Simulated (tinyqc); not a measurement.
# Gap difference from the gain at two temperatures

Question. When back injection limits the gain, beta = b exp(-dE/(kB T)) with dE the gap reduction of the emitter less that of the base and b constant. Find dE and beta at 300 K.

Constants: q = 1.602176634e-19 C, kB = 1.380649e-23 J/K. Results are converted to the units shown.

T (K): 220  350
beta: 71.344216  400.06063

Solution. ln beta is a straight line in 1/T with slope -dE/kB.

dE = 0.0880 eV
beta at 300 K = 246

tinyqc, about 0.01 s, one thread, Intel Xeon 2.30GHz (shared host): `OMP_NUM_THREADS=1 python tinyqc.py 2320134 2320135 out.jsonl`
